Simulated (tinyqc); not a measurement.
# Cap thickness from the capacitance plateau

Problem. With only the buried channel on, 1/C = 1/Cox + (tc + zc)/(eps0 eps_r), Cox = eps0 eox/tox. Find tc and the oxide-equivalent thickness 3.9 eps0/C.

Parameters, values chosen for the exercise; band and dielectric values close to those of silicon:
```
symbol  value  unit                                                                 meaning
eps_r    11.5                                                         relative permittivity
eox      25.3        relative permittivity of the gate insulator (close to zirconium oxide)
tox       7.8    nm                                                     insulator thickness
zc        0.8    nm                    depth of the hole centroid below the top of the SiGe
```

Constants: eps0 = 8.8541878128e-14 F/cm where lengths are in cm. Results are converted to the units shown.

plateau of C/Cox with only the buried channel on = 0.39634146

Answer. The cap and the centroid act as a second capacitor in series with the insulator.

tc = 4.600 nm
equivalent thickness = 3.034 nm

Program tinyqc, `OMP_NUM_THREADS=1 python tinyqc.py 2042016 2042017 out.jsonl`; Intel Xeon 2.30GHz, shared host, one thread, about 0.03 s.
